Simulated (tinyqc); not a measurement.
Worked calculation: microkinetic model of low-temperature epitaxy from hydride gases: adsorption, hydrogen desorption and rate control. Computed by tinyqc, a small Python program that keeps every step. Command: `OMP_NUM_THREADS=1 python tinyqc.py 3016356 3016357 out.jsonl hepi walk`. One thread of a shared host (Intel(R) Xeon(R) Processor @ 2.30GHz), about 0.01 s of CPU time with the checks. Intermediate numbers are printed to about 7 digits and carried at full precision; extremes and crossings named in words are read from the listed rows.

Each hydride molecule needs two free sites and leaves four hydrogen atoms, of which two leave at once as H2; theta is the hydrogen coverage, the site density is 6.78 per nm^2 and one layer is 1.358 angstrom thick.

Inputs (values chosen for the exercise, close to those used for silane and germane, with second-order desorption as on Si(111) but the site density of Si(001)):
```
quantity                                           value  unit
silane pressure p_S                                 0.12    Pa
sticking prefactor of silane s0                    0.053     -
adsorption barrier E_s                              0.34    eV
desorption prefactor nu_d                        1.2e+12   1/s
desorption energy on silicon E_d                    2.08    eV
hydrogen carrier pressure p_H                          0    Pa
sticking of hydrogen s_H                         1.6e-07     -
temperature T                                        760     C
germane pressure p_G                              0.0053    Pa
sticking ratio of germane to silane r_G              5.6     -
lowering of E_d per unit germanium fraction, dE     0.51    eV
```

Film: silicon-germanium. Order of hydrogen desorption: second.

Constants: k_B = 8.617333262e-05 eV/K; u = 1.6605390666e-27 kg; k_B = 1.380649e-23 J/K.

## Rate constants

Flux per site F = p/(sqrt(2 pi M k_B T) x 6.78e18 per m^2), M = 32.12 u (silane), 76.63 u (germane), 2.016 u (hydrogen); s = s0 exp(-E_s/(k_B T)); k_S = s F_S, k_G = r_G s F_G; germanium fraction x = k_G/(k_S + k_G); k = k_S + k_G; k_H = s_H F_H; k_d = nu_d exp(-(E_d - dE x)/(k_B T)). Temperatures in kelvin are T(C) + 273.15.

k = 0.3455130 1/s

germanium fraction x = 0.1380272

k_H = 0 1/s

k_d = 188.8780 1/s

## Coverage and growth rate

With k the hydride and k_H the hydrogen adsorption rate on free pairs and k_d the desorption rate, steady state: 2 (k + k_H)(1 - theta)^2 = k_d theta^2; growth rate R = k (1 - theta)^2 layers/s; 1 layer/s = 8.148 nm/min. With c = 2 (k + k_H)/k_d the free share is 1 - theta = 1/(1 + sqrt(c)).

c = 0.003658583

hydrogen coverage theta = 0.05703631

growth rate R in layers = 0.3072234 layers/s

growth rate G = 2.503257 nm/min

The surface is mostly bare: the arrival of hydride limits growth.

## Degrees of rate control

X_i = d ln R/d ln k_i at fixed other constants. With f = 1 - theta and a = 2/f + 2/theta: d ln f/d ln k_d = 1/(a f), so X_d = 2/(a f), X_k = 1 - X_d k/(k + k_H), X_H = -X_d k_H/(k + k_H); they sum to 1.

X_d (desorption) = 0.05703631

X_k (hydride adsorption) = 0.9429637

X_H (hydrogen adsorption) = 0

## Two regimes over temperature

Limits: desorption-limited R = k_d k/(2 (k + k_H)), adsorption-limited R = k.

Growth:
```
T (C)      theta    G (nm/min)  desorption limit (nm/min)  adsorption limit (nm/min)
400    0.9102250  3.646404e-03               4.401161e-03                   0.452432
450    0.7864120  2.986428e-02               4.828940e-02                   0.654633
500    0.6035733  1.415940e-01               3.886734e-01                   0.900988
550    0.4118351  4.118434e-01               2.428205e+00                   1.190513
600    0.2601760  8.325118e-01               1.229861e+01                   1.521015
650    0.1597754  1.333903e+00               5.225215e+01                   1.889442
700    0.0986549  1.862221e+00               1.913349e+02                   2.292181
750    0.0623120  2.396260e+00               6.171498e+02                   2.725319
800    0.0405301  2.931901e+00               1.784819e+03                   3.184832
850    0.0271834  3.470102e+00               4.696067e+03                   3.666742
```

The apparent activation energy of G is 1.76 eV between the first rows and 0.35 eV between the last; full hydrogen cover gives a value near the desorption energy (plus E_s where k_H far exceeds k), a bare surface one near E_s less k_B T/2 from the flux. The coverage passes one half between 500 and 550 C, the knee of the Arrhenius plot.

Checks made by the program: steady coverage against time integration of d theta/dt (relative difference below 1e-10); degree of control against a finite difference (relative difference 3e-10).
